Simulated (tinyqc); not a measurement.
A square-lattice strip 2 sites wide, recursive Green functions: two steps of the calculation.

The device has N = 3 slices of 2 site(s), nearest-neighbour hopping -t, and site energies U; the leads are semi-infinite continuations with site energy 0. V = <i+1|H|i> = -t 1.

Values chosen for this exercise:
- t = 1 eV (hopping (matrix element -t))
- E = -2.43 eV (energy)

Task 1. Self-energy of the leads. Transverse modes n = 1..2: chi_n(j) = sqrt(2/3) sin(pi n j/3), energy e_n = -2 t cos(pi n/3). Sigma = t^2 sum_n chi_n chi_n^T g(E - e_n), g(x) = (x - i sqrt(4 t^2 - x^2))/(2 t^2) for |x| < 2 t and (x - sign(x) sqrt(x^2 - 4 t^2))/(2 t^2) otherwise; Gamma = i (Sigma - Sigma^dagger); both leads give the same.

Wanted: Sigma; Gamma; open modes.

Result 1.

Sigma (eV):
```
                   1                  2
1  -0.51836-0.34956i  -0.19664-0.34956i
2  -0.19664-0.34956i  -0.51836-0.34956i
```

Gamma (eV):
```
         1        2
1  0.69912  0.69912
2  0.69912  0.69912
```

open modes = 1

Task 2. Transmission and its channels. T(E) = Tr[Gamma G_(N,1) Gamma G_(N,1)^dagger]. The non-zero eigenvalues T_n of the matrix under the trace are the channel transmissions; Fano factor sum T_n (1 - T_n)/sum T_n.

G_(3,1) (1/eV):
```
                        1                       2
1  0.31133600-0.01328833i  0.34408389-0.01919144i
2  0.39081197-0.01727121i  0.35013171-0.02392136i
```

Gamma (eV):
```
            1           2
1  0.69912445  0.69912445
2  0.69912445  0.69912445
```

Wanted: T(E); T_n; Fano factor.

Result 2.

T(E) = 0.9557
T_n: 0.9557
Fano factor = 0.04432

With 1 open mode(s) in the leads T(E) cannot exceed 1. Inverting the whole matrix gives the same value.

Computed by the program tinyqc: `OMP_NUM_THREADS=1 python tinyqc.py 2660115 2660116 out.jsonl`, one thread of a shared Intel Xeon 2.30GHz, about 0.01 s for the whole run.
